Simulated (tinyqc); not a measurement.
# Monte Carlo simulation of one carrier in a uniform electric field, step by step

A worked calculation. Computed by tinyqc, a small Python program that keeps every step. Command: `OMP_NUM_THREADS=1 python tinyqc.py 3017943 3017944 out.jsonl mcfl walk`. One thread of a shared host (Intel(R) Xeon(R) Processor @ 2.30GHz), about 3 s of CPU time with the checks. Intermediate numbers are printed to about 6 digits and carried at full precision; extremes and crossings named in words are read from the listed rows.

The force e F acts along +z. Flights end at the constant total rate Gamma; the part of Gamma that the real rates do not fill is self-scattering, which leaves k unchanged. One valley, no impurities and no intervalley scattering.

Inputs (values chosen for the exercise, for a model polar semiconductor):
```
quantity                                             value    unit
effective mass m                                     0.064     m_0
static permittivity eps_s                             9.66       -
high-frequency permittivity eps_inf                    5.3       -
density rho                                           3290  kg/m^3
sound velocity v_l                                    6840     m/s
acoustic deformation potential D_A                     7.8      eV
optical phonon energy hbar w                          33.2     meV
lattice temperature T                                   77       K
electric field F                                      0.14   kV/cm
energy E_max up to which Gamma must cover the rates    0.4      eV
seed of the random numbers                           40751       -
```

Crystal: polar. Band: parabolic.

starting wave vector (1/nm): -0.032  -0.15  0.033

Constants: k_B = 1.380649e-23 J/K; e = 1.602176634e-19 C; hbar = 1.054571817e-34 J s; m_0 = 9.1093837015e-31 kg; hbar = 6.582119569e-16 eV s; eps_0 = 8.8541878128e-12 F/m; k_B = 8.617333262e-05 eV/K.

## Total rate Gamma

Parabolic band: E = hbar^2 k^2/(2 m), speed v = hbar k/m, states per spin, volume and energy g(E) = m k/(2 pi^2 hbar^2). Masses are multiplied by m_0 and all formulas are in SI units. Phonon occupation N_q = 1/(exp(hbar w/(k_B T)) - 1). Acoustic deformation potential (elastic, equipartition, absorption and emission together): 1/tau = 2 pi k_B T D_A^2 g(E)/(hbar rho v_l^2). Polar optical, unscreened: W = e^2 w (1/eps_inf - 1/eps_s) m (1 + 2 alpha E') ln|(k + k')/(k - k')| / (4 pi eps_0 hbar^2 k), times N_q for absorption (E' = E + hbar w) and N_q + 1 for emission (E' = E - hbar w > 0), with alpha = 0 for a parabolic band; mean cosine of the angle <cos> = (k^2 + k'^2)/(2 k k') - 1/ln|(k + k')/(k - k')|. Gamma is 1.05 times the largest total rate on the grid E = (j + 1/2) E_max/400, j = 0..399.

largest total rate = 29.6510 1e12/s

energy of the largest rate = 108.5 meV

Gamma = 31.1336 1e12/s

## Flight 1

Random numbers (0.02 to 0.98, from up to 60 sets tried for early real events), one row a flight:
```
       r1      r2      r3      r4
1  0.7548  0.4067  0.2355  0.7258
2  0.5914  0.4965  0.9308  0.9750
3  0.3586  0.5191  0.9456  0.0905
4  0.2228  0.2470  0.1650  0.8671
5  0.0299  0.8672  0.5656  0.3014
6  0.3368  0.7522  0.2665  0.3586
7  0.4418  0.6486  0.2422  0.7080
```

Flight: t = -ln(r1)/Gamma; k_z grows by e F t/hbar; E follows from the band; dz = (E_end - E_start)/(e F). Use row 1 of the random numbers.

flight time t = 9.03534 fs

k at the end of the flight (1/nm): -0.032000  -0.150000  0.033192

energy at the end = 14.6599 meV

displacement dz = 0.540914 nm

## Scattering event 1

Choice: with cumulative rates in the order acoustic, absorption, emission, the process is the first whose sum exceeds r2 Gamma; if none, self-scattering. Final state: E' = E, E + hbar w or E - hbar w gives k'. Isotropic processes: cos(theta) = 1 - 2 r3 from the z axis, phi = 2 pi r4, k' (sin theta cos phi, sin theta sin phi, cos theta). Polar processes: cos(b) = [1 + xi - (1 + 2 xi)^r3]/xi, xi = 2 k k'/(k - k')^2, b from the old direction n; new direction cos b n + sin b (cos phi e1 + sin phi e2), e1 = (z x n)/|z x n|, e2 = n x e1.

cumulative rates (1e12/s): acoustic 0.026783, absorption 0.305767, emission 0.305767

r2 Gamma = 12.6620 1e12/s

Process chosen: self-scattering

k after event 1, the start of the next flight (1/nm): -0.032000  -0.150000  0.033192

## Flight 2

Use row 2 of the random numbers.

flight time t = 16.8713 fs

k at the end of the flight (1/nm): -0.032000  -0.150000  0.033551

energy at the end = 14.6742 meV

displacement dz = 1.01843 nm

## Scattering event 2

The formulas are those given above.

cumulative rates (1e12/s): acoustic 0.026796, absorption 0.305764, emission 0.305764

r2 Gamma = 15.4578 1e12/s

Process chosen: self-scattering

k after event 2, the start of the next flight (1/nm): -0.032000  -0.150000  0.033551

## All printed flights

Drift estimate: sum dz / sum t.

Flights:
```
flight   t (fs)  E at the end (meV)  dz (nm)          process  k_x (1/nm)  k_y (1/nm)  k_z (1/nm)
1         9.035             14.6599  0.54091  self-scattering      -0.032       -0.15   0.0331922
2        16.871             14.6742  1.01843  self-scattering      -0.032       -0.15   0.0335510
3        32.940             14.7025  2.02000  self-scattering      -0.032       -0.15   0.0342517
4        48.227             14.7449  3.03273  self-scattering      -0.032       -0.15   0.0352774
5       112.737             14.8491  7.43848  self-scattering      -0.032       -0.15   0.0376753
6        34.955             14.8827  2.40566  self-scattering      -0.032       -0.15   0.0384188
7        26.238             14.9085  1.83668  self-scattering      -0.032       -0.15   0.0389769
```

drift estimate from these flights = 65098.4 m/s

7 of the 7 flights end in self-scattering. So few flights say little about the drift velocity: the estimate is noise at this length.

## Low-field mobility from the linear Boltzmann equation

On the grid E_j = (j + 1/2) hbar w/12 up to 20 k_B T + 2 hbar w, solve (sum of rates) l(E) = v(E) + W_abs <cos> l(E + hbar w) + W_em <cos> l(E - hbar w); mu_0 = e sum g v l exp(-E/k_B T)/(3 k_B T sum g exp(-E/k_B T)).

low-field mobility mu_0 = 95496.5 cm^2/(V s)

## Long runs: velocity against field

Each row: 250 carriers from a thermal start, 1600 flights each, the first half discarded, random numbers not printed; the error is the standard error over ten groups; the mean energy is taken at the ends of flights, which sample time evenly. Fields at which more than 0.02 % of the events exceed Gamma are left out.

Monte Carlo results:
```
F (kV/cm)  drift velocity (1e5 m/s)  error (1e5 m/s)  mu_0 F (1e5 m/s)  mean energy (meV)  real events (%)
0.035                         0.315            0.040           0.33424               12.1             1.95
0.070                         0.514            0.028           0.66848               12.2             1.97
0.140                         0.908            0.026           1.33695               13.0             2.05
0.280                         1.290            0.020           2.67390               13.5             2.29
0.560                         1.690            0.018           5.34781               14.2             2.85
```

At the lowest field the drift velocity is 0.94 +/- 0.12 of the ohmic value mu_0 F, at the highest 0.32 +/- 0.00. The mean energy goes from 12 to 14 meV against the parabolic-band thermal value 3 k_B T/2 = 10 meV: the carriers heat, more of them reach the emission threshold, where they lose momentum, and the curve bends below the ohmic line. Only 2 to 3 % of the events are real; the rest is the price of a constant Gamma. Where hbar w is several k_B T, energy relaxes slowly and the low-field energies may still be drifting.

Checks made by the program: energy gained in the printed flights against e F dz (relative difference 3e-08).
